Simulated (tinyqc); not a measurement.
Kissinger analysis: growth of a silicide layer between metal and silicon: linear-parabolic kinetics, ramp anneals and Kissinger analysis. Computed by tinyqc, a small Python program. Command: `OMP_NUM_THREADS=1 python tinyqc.py 3014579 3014580 out.jsonl silicide walk`. One thread of a shared host (Intel(R) Xeon(R) Processor @ 2.30GHz), about 0.2 s of CPU time with the checks.

One compound layer of thickness x grows by diffusion through itself and reaction at an interface, dx/dt = 1/(2x/K + 1/v), until the metal is used up at x = a h.

Inputs (values chosen for the exercise, modelled on CoSi2): metal thickness h = 78 nm; silicide formed per metal thickness a = 3.52; prefactor of the parabolic constant K = 1.9e+14 nm^2/s; activation energy E of K = 2.39 eV; prefactor of the interface velocity v = 2.4e+14 nm/s; activation energy E_v = 2.63 eV.

Constants: k_B = 8.617333262e-05 eV/K.

Method:
- The silicide ends at the thickness a h.
- K = K0 exp(-E/(k_B T)), v = v0 exp(-E_v/(k_B T)).
- Temperatures in kelvin are T(C) + 273.15.
- Ramp from x = 0 at 100 C at the rate beta: dx/dT = (1/beta)/(2x/K + 1/v), integrated adaptively (tolerance 1e-9) until x = a h at T_f.
- Plot ln(beta/T_f^2) against 1/(k_B T_f), T_f in kelvin; minus the least-squares slope estimates the activation energy.

final thickness = 274.56 nm

Ramps:
```
beta (C/s)  T_f (C)  1/(k_B T_f) (1/eV)  ln(beta/T_f^2)
0.03         698.08              11.948         -17.264
0.1          737.74              11.479         -16.140
0.3          776.79              11.053         -15.117
1            823.09              10.586         -13.999
3            868.93              10.161         -12.983
10           923.62               9.697         -11.872
30           978.13               9.274         -10.863
```

Kissinger energy = 2.3936 eV

What follows from these numbers?

A thousandfold faster ramp raises the completion temperature by only 280 C. The fit gives 2.394 eV, against E = 2.39 eV for diffusion and E_v = 2.63 eV for the interface: diffusion controls. Caution: nucleation and competing phases are left out; disilicides such as CoSi2 and the low-resistance form of TiSi2 start by nucleation and follow this law at best in part.

Extremes, crossings and ranges named in words are read from the listed rows.
